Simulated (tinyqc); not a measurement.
Semiconductor laser, carrier and photon rate equations: two steps of the calculation.

Carrier density N and photon density S in one mode: dN/dt = F1 = eta I/(q V) - (A N + B N^2 + C N^3) - vg g S; dS/dt = F2 = G vg g S + G be B N^2 - S/tp, with g = g0 ln(N/Ntr)/(1 + ec S). Output power P = Fo Eph S V/(G tp). No heating, no carrier transport.

Values chosen for this exercise:
- V = 3.1e-12 cm^3 (active volume)
- G = 0.047 (confinement factor)
- vg = 7.68e9 cm/s (group velocity)
- g0 = 1700 1/cm (gain coefficient)
- Ntr = 2.7e18 cm^-3 (transparency density)
- ec = 2.9e-17 cm^3 (gain compression)
- tp = 3.2 ps (photon lifetime)
- A = 9.1e7 1/s (defect recombination coefficient)
- B = 6.2e-11 cm^3/s (radiative coefficient)
- C = 2.6e-29 cm^6/s (Auger coefficient)
- be = 6.2e-5 (share of spontaneous emission into the mode)
- eta = 0.82 (injection efficiency)
- Fo = 0.55 (share of cavity losses that is output)
- Eph = 0.8 eV (photon energy)
- I = 14 mA (drive current)
- dt = 3 ps (time step)

Constants: q = 1.602176634e-19 C. Results are converted to the units shown.

Task 1. Power, relaxation frequency, damping and bandwidth. Jacobian, with a = g0/(N (1 + ec S)) and d = g/(1 + ec S): J11 = -(A + 2 B N + 3 C N^2) - vg a S, J12 = -vg d, J21 = G vg a S + 2 G be B N, J22 = G vg d - 1/tp. wR^2 = det J, gamma = -trace J, fR = wR/(2 pi); the response wR^2/(wR^2 - w^2 + i gamma w) falls to 1/sqrt(2) at w^2 = x + sqrt(x^2 + wR^4), x = wR^2 - gamma^2/2 (f3dB = w/(2 pi)).

N = 4.683072380e18 cm^-3
S = 2.806099062e15 cm^-3

Find: P; fR; gamma; f3dB.

Result 1.

P = 4.0774 mW
fR = 7.6606 GHz
gamma = 33.135 1/ns
f3dB = 10.890 GHz

Task 2. One Runge-Kutta step of a transient. y = (N, S), k1 = F(y), k2 = F(y + dt k1/2), k3 = F(y + dt k2/2), k4 = F(y + dt k3), y(new) = y + dt (k1 + 2 k2 + 2 k3 + k4)/6.

(N, S) at the start: N (1e18 cm^-3) 4.777, S (1e15 cm^-3) 1.4

Give: slopes per ps, N in 1e18 and S in 1e15 cm^-3; (N, S) after the step.

Result 2.

slopes per ps, N in 1e18 and S in 1e15 cm^-3:
```
       dN/dt    dS/dt
k1  0.008408  0.03354
k2  0.007983  0.03631
k3  0.007959  0.03625
k4  0.007509  0.03903
```

(N, S) after the step: N (1e18 cm^-3) 4.801, S (1e15 cm^-3) 1.509

Computed by the program tinyqc: `OMP_NUM_THREADS=1 python tinyqc.py 2840002 2840003 out.jsonl`, one thread of a shared Intel Xeon 2.30GHz, about 0.01 s for the whole run.
